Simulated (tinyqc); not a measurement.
Valence-band anticrossing with a localised impurity level, step by step. Values are carried at full precision from step to step, so a last printed digit may differ when a step is redone from the rounded ones.

Host valence band EM(k) = al x - c k^2/mM, c = hbar^2/2m0, coupled to a flat level EI by V = C sqrt(x): H = [[EM, V], [V, EI]], E+/- = (EM + EI)/2 +/- sqrt((EM - EI)^2/4 + V^2). The host weight of a state at E is f = 1/(1 + V^2/(E - EI)^2), and its mass at k = 0 is mM/f. The gap is Eg - E+(0), the conduction edge staying at Eg.

Constants: hbar^2/2m0 = 3.80998211 eV angstrom^2.

Inputs chosen for the exercise (host near InP; shifted at random, so the results belong to these values and not to a real crystal):

| symbol | value | unit | meaning |
|---|---|---|---|
| Eg | 1.412 | eV | gap at Gamma to the s-like level |
| mM | 0.44 | m0 | mass of the host band |
| EI | -0.187 | eV | impurity level, from the valence top of the host |
| C | 1.1 | eV | coupling |
| al | 0.04 | eV | linear shift of the host edge |
| x | 0.0027 |  | impurity fraction |
| k | 0.028 | 1/angstrom | wave vector |

## The two levels at k = 0

Give EM, V, both levels, their host weights, the gap and the mass of the band at the gap.

EM(0) = 0.0001 eV
V = 0.0572 eV

E-, E+ (eV): -0.2031  0.0162

host weights: 0.0733  0.9267

gap = 1.3958 eV
mass of E+ = 0.4748 m0

The gap is 16 meV below that of the host, 60 meV per 1 % of impurity. V/|EM - EI| = 0.31; second-order perturbation theory would shift the host level by V^2/(EM - EI) = +17 meV, the exact shift is +16 meV.

## The levels at one k

Fill in the matrix and give levels and weights.

H (eV):
```
             host  impurity
host      -0.0067    0.0572
impurity   0.0572   -0.1870
```

E-, E+ (eV): -0.2036  0.0099

host weights: 0.0777  0.9223

## Dispersion

Seven points from k = 0 to 0.3 1/angstrom.

Levels (eV):

| k (1/angstrom) | EM | E- | E+ | host weight of E+ |
|---|---|---|---|---|
| 0.000 | 0.0001 | -0.2031 | 0.0162 | 0.927 |
| 0.050 | -0.0215 | -0.2048 | -0.0037 | 0.911 |
| 0.100 | -0.0865 | -0.2129 | -0.0606 | 0.830 |
| 0.150 | -0.1947 | -0.2481 | -0.1336 | 0.466 |
| 0.200 | -0.3463 | -0.3646 | -0.1686 | 0.094 |
| 0.250 | -0.5411 | -0.5501 | -0.1780 | 0.024 |
| 0.300 | -0.7792 | -0.7847 | -0.1815 | 0.009 |

E+ flattens towards EI = -0.187 eV, which it cannot cross: its width is bounded by 0.203 eV, of which 97 % is used up at the last point. The unmixed host band crosses EI at k = 0.1470 1/angstrom, where the splitting is smallest, 2V = 0.114 eV.

## Checks

- Closed form against diagonalisation: they agree to 1e-10 or better.
- Mass mM/f against the curvature of the band: both 0.4748.

(tinyqc, `OMP_NUM_THREADS=1 python tinyqc.py 1080787 1080788 out.jsonl`, Intel(R) Xeon(R) Processor @ 2.30GHz, 1 thread, shared host, about 0.01 s.)
